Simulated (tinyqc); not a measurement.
Via and link resistance from two via chains.

Question. A chain of 1000 vias joined by 1000 metal links has R = 1000 (Rv + Rlink), with Rlink proportional to the link length. Find Rv, Rlink for length L, and the value of Rv that the short chain would give if the links were ignored.

resistance of chains of 1000 links with link lengths L and 3 L (ohm): [8500, 17500]

Answer. R per link is a straight line in the link length; its intercept at zero length is Rv.

Rv = 4.00 ohm
Rlink = 4.50 ohm
Rv without correction = 8.50 ohm

Program tinyqc, `OMP_NUM_THREADS=1 python tinyqc.py 2750169 2750170 out.jsonl`; Intel Xeon 2.30GHz, shared host, one thread, about 0.01 s.
